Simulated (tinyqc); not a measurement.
Layer against dose: implant damage, amorphisation by cascade overlap, and solid-phase epitaxial regrowth. Computed by tinyqc, a small Python program. Command: `OMP_NUM_THREADS=1 python tinyqc.py 3112433 3112434 out.jsonl sper walk`. One thread of a shared host (Intel(R) Xeon(R) Processor @ 2.30GHz), about 0.01 s of CPU time with the checks.

Range and width of the damage are inputs. Dynamic annealing enters only through the surviving share f.

Inputs (values chosen for the exercise, modelled on fluorine ions in silicon):

| quantity | value | unit |
|---|---|---|
| atomic density N | 49.9 | 1/nm^3 |
| ion Z1 | 9 | - |
| ion mass M1 | 19 | u |
| target Z2 | 14 | - |
| target mass M2 | 28.09 | u |
| ion energy E | 26 | keV |
| displacement energy E_d | 13 | eV |
| depth of the damage peak R_d | 28 | nm |
| width of the damage profile s_d | 18 | nm |
| share of defects that survive f | 0.46 | - |
| critical displaced share x_c | 0.14 | - |
| dose Q | 8.2e+14 | 1/cm^2 |

Constants: a_0 = 0.529177210903 angstrom; e^2/(4 pi eps_0) = 14.39964548 eV angstrom.

Method. Robinson partition: eps = E a M2/(Z1 Z2 (e^2/(4 pi eps_0)) (M1 + M2)), a = 0.8853 a_0/sqrt(Z1^(2/3) + Z2^(2/3)); k = 0.0793 Z1^(2/3) Z2^(1/2) (M1 + M2)^(3/2)/((Z1^(2/3) + Z2^(2/3))^(3/4) M1^(3/2) M2^(1/2)); damage energy T_d = E/(1 + k (eps + 0.40244 eps^(3/4) + 3.4008 eps^(1/6))); displacements nu = 0.8 T_d/(2 E_d). Displaced share x(z) = f nu Q exp(-(z - R_d)^2/(2 s_d^2))/(sqrt(2 pi) s_d N); the layer is amorphous where x > x_c, between R_d -/+ s_d sqrt(2 ln(x_max/x_c)), the upper edge being cut at the surface. Threshold dose Q_c = Q x_c/x_max.

threshold dose Q_c = 1.60745e+14 1/cm^2

displacements per ion nu = 426.281

Dose series; the last column is f nu Q erfc((z2 - R_d)/(sqrt2 s_d))/2:

| Q (1/cm^2) | x_max | upper edge (nm) | lower edge (nm) | displaced atoms beyond z2 (1/cm^2) |
|---|---|---|---|---|
| 1.77e+14 | 0.1542 | 20.099 | 35.901 | 1.1466e+16 |
| 2.41e+14 | 0.2099 | 11.800 | 44.200 | 8.6985e+15 |
| 4.02e+14 | 0.3501 | 3.628 | 52.372 | 6.9267e+15 |
| 6.43e+14 | 0.5600 | 0.000 | 57.972 | 6.0450e+15 |
| 1.13e+15 | 0.9842 | 0.000 | 63.549 | 5.3487e+15 |
| 1.93e+15 | 1.6809 | 0.000 | 68.132 | 4.8777e+15 |
| 4.02e+15 | 3.5012 | 0.000 | 73.673 | 4.4016e+15 |
| 8.04e+15 | 7.0024 | 0.000 | 78.351 | 4.0625e+15 |

What follows from these numbers?

A dose 45 times larger moves the lower edge from 35.9 to 78.4 nm, as the root of a logarithm, and the damage beyond it falls by a factor 2.8, since the edge lies on an ever steeper tail. The layer reaches the surface at Q_c exp(R_d^2/(2 s_d^2)) = 5.39e14 per cm^2.
